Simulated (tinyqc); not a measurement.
# Changing the length of each stressor S

Model: stress in a transistor channel from embedded alloy regions, liners and fins, by half-space elasticity. Computed by tinyqc, a small Python program. Command: `OMP_NUM_THREADS=1 python tinyqc.py 3031319 3031320 out.jsonl stressor sweep`. One thread of a shared host (Intel(R) Xeon(R) Processor @ 2.30GHz), about 0.06 s of CPU time with the checks.

Plane strain in an isotropic half-space, the same constants everywhere; x along the channel from its centre, y downwards from the free surface; stress is positive in tension.

Inputs (values chosen for the exercise, modelled on silicon): alloy fraction x = 0.26; lattice change per unit x, beta = 0.0425; Young's modulus E = 173 GPa; Poisson ratio nu = 0.27; channel length L = 52 nm; recess depth d = 85 nm; depth of the field point y = 2.3 nm.

Stressor: Si(1-x)Ge(x) source and drain.

Method. Misfit e = beta x. A fully constrained inclusion holds the stress -p with p = E e/(1 - 2 nu); a blanket film would hold -E e/(1 - nu) in the plane. A line element dA of misfit at (a, c) in the half-space gives, with C = E e/(2 pi (1 - nu)), X = x - a, r1^2 = X^2 + (y - c)^2, r2^2 = X^2 + Y^2, Y = y + c: s_xx = -C dA {[X^2 - (y - c)^2]/r1^4 + 3 [X^2 - Y^2]/r2^4 + 4 y Y (Y^2 - 3 X^2)/r2^6}, s_yy = C dA {[X^2 - (y - c)^2]/r1^4 - [X^2 - Y^2]/r2^4 + 4 y Y (Y^2 - 3 X^2)/r2^6}. These are integrated over two rectangles, L/2 < |a| < L/2 + S, 0 < c < d (closed form in a, 200 Gauss-Legendre points in c).

One run for each value:
```
length of each stressor S (nm)  s_xx (MPa)  s_xx over the blanket-film stress
10                                  -258.1                             0.0986
18                                  -472.2                             0.1803
32                                  -828.9                             0.3165
56                                 -1349.3                             0.5153
100                                -2019.2                             0.7711
180                                -2679.1                             1.0231
320                                -3176.4                             1.2130
1000                               -3702.7                             1.4139
```

Give the missing row, length of each stressor S (nm) = 560.

Computed row:
```
length of each stressor S (nm)  s_xx (MPa)  s_xx over the blanket-film stress
560                                -3498.2                             1.3359
```

Interpolating between the two neighbouring rows (the first column on a logarithmic scale, the others too where they are positive) misses most in s_xx over the blanket-film stress, by 2.1 %. Over the rows, s_xx (MPa) falls from -258 to -3700 (exponent d ln y / d ln x 1.0 between the first rows and 0.098 between the last); s_xx over the blanket-film stress rises from 0.0986 to 1.41 (exponent d ln y / d ln x 1.0 between the first rows and 0.098 between the last). The stress approaches its limit slowly as S grows beyond d and L, since the far wall matters less and less.
